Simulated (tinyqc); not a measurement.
Rectangular fin or nanosheet with a gate all round, subbands and threshold shift from confinement: two steps of the calculation.

Undoped body with a flat potential across it, hard walls, transport along x. Three valley pairs (g = 2 each) with the longitudinal mass along x, y or z. Non-parabolicity enters the subband edges through E (1 + al E) = gamma, so E = 2 gamma/(1 + sqrt(1 + 4 al gamma)); motion within a subband is taken as parabolic with the band-edge mass. Energies are counted from the bulk band edge.

Values chosen for this exercise; masses close to those of silicon:

| symbol | value | unit | meaning |
|---|---|---|---|
| T | 300 | K | temperature |
| ml | 0.908 | m0 | longitudinal mass |
| mt | 0.192 | m0 | transverse mass |
| al | 0.5 | 1/eV | non-parabolicity |
| t | 6 | nm | width (along y) |
| dl | 0 | nm | widening of the box by penetration into the insulator |
| H | 6 | nm | height (along z) |

Constants: q = 1.602176634e-19 C, kB = 1.380649e-23 J/K, hbar = 1.054571817e-34 J s, m0 = 9.1093837015e-31 kg, Vt = kB T/q, hbar^2/(2 m0) = 0.0380998212 eV nm^2. Results are converted to the units shown.

Task 1. Lowest subbands. gamma = C pi^2 [a^2/(my (t + dl)^2) + b^2/(mz (H + dl)^2)], C = hbar^2/(2 m0). List the 5 lowest, labelled by valley axis and quantum numbers, with degeneracy g and N_k: N_k = g sqrt(2 mx m0 kB T/(pi hbar^2)).

Wanted: E_k; g; N_k.

Result 1.

```
subband  E_k (eV)  g  N_k (cm^-1)
y1,1      0.06387  2      4.073e6
z1,1      0.06387  2      4.073e6
y2,1      0.09583  2      4.073e6
z1,2      0.09583  2      4.073e6
x1,1       0.1035  2      8.857e6
```

Task 2. Threshold shift. Each subband has N_k = g sqrt(2 mx m0 kB T/(pi hbar^2)); without degeneracy n = exp(EF/Vt) sum N_k exp(-E_k/Vt). Classical value Nc times t H, Nc = sum over valleys of 2 g (m m0 kB T/(2 pi hbar^2))^1.5 with m = (mx my mz)^(1/3). Threshold shift dVT = Vt ln(classical value/sum N_k exp(-E_k/Vt)). Use the subbands listed.

```
subband     E_k (eV)  N_k (cm^-1)
y1,1     0.063866652  4.0727831e6
z1,1     0.063866652  4.0727831e6
y2,1     0.095825690  4.0727831e6
z1,2     0.095825690  4.0727831e6
x1,1      0.10345369  8.8569376e6
```

Wanted: shares; sum N_k exp(-E_k/Vt); Nc; classical value; dVT.

Result 2.

shares, subband y1,1 to x1,1 (%): 32.77  32.77  9.52  9.52  15.41
sum N_k exp(-E_k/Vt) = 1.051e6 cm^-1
Nc = 2.755e19 cm^-3
classical value = 9.917e6 cm^-1
dVT = 58.03 mV

tinyqc, about 0.3 s, one thread, Intel Xeon 2.30GHz (shared host): `OMP_NUM_THREADS=1 python tinyqc.py 2350138 2350139 out.jsonl`
